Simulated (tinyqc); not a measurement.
Finite-difference solution of the diffusion equation on a small grid: one step, computed by the program tinyqc. Command: `OMP_NUM_THREADS=1 python tinyqc.py 3018097 3018098 out.jsonl fdiff walk`. One thread of a shared host (Intel(R) Xeon(R) Processor @ 2.30GHz), about 0.01 s of CPU time with the checks.

dC/dt = D d2C/dx2 on nodes x_j = j dx, j = 0..9; the far end is sealed.

Task: Time step 1. With r = D dt/dx^2: (1 - theta r M) C(new) = (1 + (1 - theta) r M) C(old); theta = 0 explicit, 1 implicit, 1/2 Crank-Nicolson.

Boundary at x = 0: fixed surface value. Scheme: implicit.

operator M:
```
   0   1   2   3   4   5   6   7
0  0   0   0   0   0   0   0   0
1  1  -2   1   0   0   0   0   0
2  0   1  -2   1   0   0   0   0
3  0   0   1  -2   1   0   0   0
4  0   0   0   1  -2   1   0   0
5  0   0   0   0   1  -2   1   0
6  0   0   0   0   0   1  -2   1
7  0   0   0   0   0   0   1  -2
8  0   0   0   0   0   0   0   1
9  0   0   0   0   0   0   0   0

    8   9
0   0   0
1   0   0
2   0   0
3   0   0
4   0   0
5   0   0
6   0   0
7   1   0
8  -2   1
9   2  -2
```

mesh ratio r = 3.1725

C at the start (%): 36  0  0  0  0  0  0  0  0  0

Give: C after step 1.

Result:

C after step 1 (%): 36.000  20.683  11.885  6.833  3.936  2.279  1.340  0.824  0.568  0.491
